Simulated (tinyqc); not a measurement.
Optical gain and spontaneous emission in a bulk direct-gap semiconductor: sweeps and comparisons. A value that a table varies takes the place of the one given here.

Parabolic bands, vertical transitions, no excitons. For each hole band j: mr = me mj/(me + mj); joint density of states J_j(E) = (mr/c)^(3/2) sqrt(E - Eg)/(2 pi^2), both spins, c = hbar^2/2m0; averaged matrix element |e.p|^2 = m0 Ep/6; alpha_j(E) = 4 pi^2 alpha_f c Ep J_j/(3 nr E) in 1/angstrom (alpha_f the fine-structure constant, listed as alpha among the constants), times 1e8 for 1/cm.

F_j(eta) = (1/Gamma(j + 1)) integral_0^infinity x^j dx/(1 + exp(x - eta)), which tends to exp(eta) for eta << 0.

Quasi-Fermi levels: n = Nc F_1/2(Fc/kT) and p = Nv F_1/2(Fv/kT), Fc counted up from the conduction edge and Fv down from the valence edge; Nc, Nv from N = 2 (m kB T/(4 pi c))^(3/2) with c = hbar^2/2m0, in 1/angstrom^3; times 1e24 for 1/cm^3, with me and (mhh^(3/2) + mlh^(3/2))^(2/3).

For band j the electron sits at Ee = (E - Eg) mr/me above its edge and the hole at Eh = (E - Eg) mr/mj; fe = 1/(1 + exp((Ee - Fc)/kT)), fh = 1/(1 + exp((Eh - Fv)/kT)); gain g = sum_j alpha_j (fe + fh - 1).

Spontaneous rate: R = integral of (nr E/(hbar c))^2/(pi^2 hbar) sum_j alpha_j fe fh dE, with alpha in 1/cm and (nr E/(hbar c))^2 in 1/cm^2 (1e16 per 1/angstrom^2); B = R/(n p); lifetime n/R.

Constants: hbar^2/2m0 = 3.80998211 eV angstrom^2; fine-structure constant alpha = 0.007297352564; kB = 8.617333262e-05 eV/K; hbar = 6.58211957e-16 eV s; hbar c = 1973.269805 eV angstrom.

Inputs chosen for the exercise (near those of InGaAs; shifted at random, so the results belong to these values and not to a real crystal): Eg = 0.758 eV (direct gap); me = 0.042 m0 (electron mass); mhh = 0.447 m0 (heavy-hole mass); mlh = 0.0517 m0 (light-hole mass); Ep = 23 eV (Kane energy); nr = 3.59 (refractive index); T = 300 K; n = 1.6e+18 1/cm^3 (injected density, n = p).

## Peak gain against injection

The peak is the largest g over E; a dash marks no gain.

Gain:

| n (1/cm^3) | Fc (eV) | Fv (eV) | peak gain (1/cm) | peak E - Eg (eV) | B (cm^3/s) |
|---|---|---|---|---|---|
| 3.6e+17 | 0.0281 | -0.0791 | - | - | 1.41e-10 |
| 5.8e+17 | 0.0492 | -0.0665 | - | - | 1.33e-10 |
| 8.3e+17 | 0.0682 | -0.0569 | 32 | 0.0039 | 1.26e-10 |
| 1.0e+18 | 0.0795 | -0.0519 | 118 | 0.0101 | 1.21e-10 |
| 1.3e+18 | 0.0975 | -0.0448 | 292 | 0.0204 | 1.15e-10 |
| 1.7e+18 | 0.1188 | -0.0374 | 520 | 0.0332 | 1.07e-10 |
| 2.2e+18 | 0.1429 | -0.0301 | 782 | 0.0474 | 1.00e-10 |
| 2.9e+18 | 0.1733 | -0.0222 | 1105 | 0.0642 | 9.20e-11 |

transparency density (Fc + Fv = 0) = 7.24e+17 1/cm^3

What can be read from the table?

Gain starts at 7.24e+17 1/cm^3, where Fc = -Fv = 0.0606 eV: with Nv/Nc = 36 the electrons must be degenerate before the holes are. The slope of peak gain against n is 5.05e-16 cm^2 between the first two rows with gain and 4.61e-16 between the last two; the peak moves from 0.0039 to 0.0642 eV above the gap as the bands fill, and B falls by a factor 1.53. Line broadening and gap shrinkage are left out.

## Gain spectrum

At the density n.

Spectrum:

| E - Eg (eV) | alpha, empty (1/cm) | fe, heavy | fh, heavy | g (1/cm) |
|---|---|---|---|---|
| 0.005 | 1635 | 0.986 | 0.178 | 263 |
| 0.010 | 2298 | 0.983 | 0.176 | 352 |
| 0.020 | 3207 | 0.976 | 0.171 | 440 |
| 0.030 | 3878 | 0.966 | 0.166 | 464 |
| 0.045 | 4661 | 0.943 | 0.160 | 417 |
| 0.060 | 5284 | 0.907 | 0.153 | 267 |
| 0.080 | 5956 | 0.828 | 0.145 | -133 |
| 0.100 | 6503 | 0.703 | 0.137 | -826 |
| 0.130 | 7164 | 0.451 | 0.125 | -2393 |
| 0.170 | 7840 | 0.166 | 0.111 | -4618 |
| 0.220 | 8462 | 0.033 | 0.096 | -6554 |

Fc + Fv = 0.0747 eV

How do the results move?

g is positive below E - Eg = 0.0747 eV; the largest value listed is 464 1/cm at 0.030 eV. At 0.220 eV above the gap g is -0.77 times the absorption of the empty crystal, whose limit is -1.

## Transparency density and B against temperature

Eg is held fixed; B is taken at n = 1e15 1/cm^3.

Results:

| T (K) | transparency density (1/cm^3) | Fc/kT there | B (cm^3/s) |
|---|---|---|---|
| 100 | 1.39e+17 | 2.344 | 7.87e-10 |
| 150 | 2.56e+17 | 2.344 | 4.32e-10 |
| 200 | 3.94e+17 | 2.344 | 2.83e-10 |
| 250 | 5.51e+17 | 2.344 | 2.04e-10 |
| 300 | 7.24e+17 | 2.344 | 1.57e-10 |
| 350 | 9.12e+17 | 2.344 | 1.25e-10 |
| 400 | 1.11e+18 | 2.344 | 1.03e-10 |
| 500 | 1.56e+18 | 2.344 | 7.52e-11 |

What does this show, and why?

Fc/kT at transparency stays at 2.344, since it depends on Nv/Nc alone, so the density goes as T^1.50. B goes as T^-1.46, against T^-1.5 for non-degenerate carriers: hot carriers spread over k and fewer pairs share a wave vector.

## What moves transparency and gain

Transparency is Fc + Fv = 0; the peak is the largest g over E at the density n (0 if none). Each row changes one parameter from the base and keeps the others.

Results:

| case | transparency density (1/cm^3) | Fc + Fv (eV) | peak gain (1/cm) |
|---|---|---|---|
| base | 7.24e+17 | 0.0747 | 464 |
| me = 0.0483 m0 | 8.32e+17 | 0.0583 | 447 |
| mhh = 0.268 m0 | 5.63e+17 | 0.0954 | 906 |
| Ep = 25.3 eV | 7.24e+17 | 0.0747 | 511 |
| T = 340 K | 8.73e+17 | 0.0620 | 326 |
| n = 2.08e+18 1/cm^3 | 7.24e+17 | 0.1056 | 722 |
| nr = 3.77 | 7.24e+17 | 0.0747 | 442 |

How do the results move?

The largest shifts from the base row, up to three for each result and ties (the steps differ in size, so this ranks the rows, not the parameters). transparency density (1/cm^3): mhh -1.60e+17, T +1.50e+17, me +1.08e+17; unchanged at the printed digits by Ep, n and nr. Fc + Fv (eV): n +0.0310, mhh +0.0207, me -0.0164; unchanged at the printed digits by Ep and nr. peak gain (1/cm): mhh +442, n +258, T -139.

Run: tinyqc, `OMP_NUM_THREADS=1 python tinyqc.py 1680259 1680260 out.jsonl`; Intel(R) Xeon(R) Processor @ 2.30GHz, one thread, shared host; about 0.07 s of CPU time with all checks.
